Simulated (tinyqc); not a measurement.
Energy against coordination: Gupta-type many-body potential for a metal. Computed by tinyqc, a small Python program. Command: `OMP_NUM_THREADS=1 python tinyqc.py 3001562 3001563 out.jsonl gupta walk`. One thread of a shared host (Intel(R) Xeon(R) Processor @ 2.30GHz), about 0.01 s of CPU time with the checks.

E_i = sum_j A exp(-p (r_ij/r0 - 1)) - xi rho_i^gamma, with rho_i = sum_j exp(-2 q (r_ij/r0 - 1)); gamma = 1/2 is the tight-binding second-moment form. The crystal is fcc unless stated; d is the neighbour distance and a fixed number of shells is kept.

Inputs (values chosen for the exercise, modelled on platinum):

| quantity | value | unit |
|---|---|---|
| repulsion A | 0.284 | eV |
| hopping xi | 2.66 | eV |
| decay p | 10.8 | - |
| decay q | 3.9 | - |
| reference distance r0 | 2.775 | angstrom |
| embedding exponent gamma | 0.5 | - |

Method. Nearest neighbours only, z equal bonds relaxed to their best length: r/r0 = 1 + ln[A p z^(1 - gamma)/(2 q gamma xi)]/(p - 2 q gamma), E = z A exp(-p (r/r0 - 1)) - xi [z exp(-2 q (r/r0 - 1))]^gamma.

Relaxed bonds:

| z | r (angstrom) | E per atom (eV) | E/z (eV) |
|---|---|---|---|
| 1 | 2.2849 | -3.3839 | -3.3839 |
| 2 | 2.4243 | -3.9343 | -1.9671 |
| 3 | 2.5059 | -4.2968 | -1.4323 |
| 4 | 2.5637 | -4.5741 | -1.1435 |
| 6 | 2.6452 | -4.9956 | -0.8326 |
| 8 | 2.7031 | -5.3180 | -0.6647 |
| 9 | 2.7268 | -5.4559 | -0.6062 |
| 12 | 2.7846 | -5.8080 | -0.4840 |

What does the comparison show, and why?

Bonds lengthen from 2.285 to 2.785 angstrom between z = 1 and 12, and |E| grows as z^0.217, the exponent gamma (p - 2q)/(p - 2 q gamma) = 0.217; pair bonds would give z^1 at a fixed length.

Extremes, crossings and ranges named in words are read from the listed rows.
